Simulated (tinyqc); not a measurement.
Power iteration on a symmetric matrix, step by step. One step of it, computed by the program tinyqc.

Task: Step 2. w = (A - shift) v; v' = w/|w| with its largest component positive (the first on a tie); lambda = v'^T A v'.

A, lower triangle:
```
           1          2          3         4         5
1   1.083000
2   0.136000   1.348000
3  -0.569000  -0.139000   2.861000
4  -0.595000  -0.312000  -0.614000  2.934000
5   0.148000   0.471000   0.028000  0.061000  3.641000
```

vector after step 1: 0.116855  0.333112  0.343584  0.328125  0.806018

shift = -0.500000

Give: vector after step 2; Rayleigh quotient after step 2.

Result:

vector after step 2: -0.011  0.225  0.225  0.207  0.925

Rayleigh quotient after step 2 = 3.587
